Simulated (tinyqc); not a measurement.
Capacitance measurement on a leaky thin oxide: effects of series resistance and leakage: one step of the calculation.

The device is a capacitance C in parallel with a leakage conductance G, in series with Rs and Ls. An impedance meter reports either a parallel pair (Cp, Gp) from Y = 1/Z = Gp + i w Cp or a series pair (Cs, Rm) from Z = Rm + 1/(i w Cs); w = 2 pi f, dissipation D = Gp/(w |Cp|).

Problem. True capacitance and conductance. EOT = 3.9 tox/eox; CET = EOT + zc + zp; C = 3.9 eps0 A/CET; G = Jg A/Vs.

Values chosen for this exercise; values of the order met in thin-oxide MOS capacitors:
```
symbol    value    unit                                                                 meaning
eox        25.4          relative permittivity of the gate insulator (close to zirconium oxide)
tox          10      nm                                                     insulator thickness
A           100    um^2                                                               gate area
zc         0.37      nm              oxide-equivalent thickness added by the accumulation layer
zp            0      nm                      oxide-equivalent thickness added by gate depletion
Jg      0.00037  A/cm^2              gate leakage current density, not matched to the thickness
Vs         0.31       V                               voltage for an e-fold rise of the leakage
```

Constants: eps0 = 8.8541878128e-14 F/cm where lengths are in cm. Results are converted to the units shown.

Find: EOT; CET; C; G.

Solution.

EOT = 1.535 nm
CET = 1.905 nm
C = 1.812 pF
G = 0.001194 uS

tinyqc, about 0.01 s, one thread, Intel Xeon 2.30GHz (shared host): `OMP_NUM_THREADS=1 python tinyqc.py 2022044 2022045 out.jsonl`
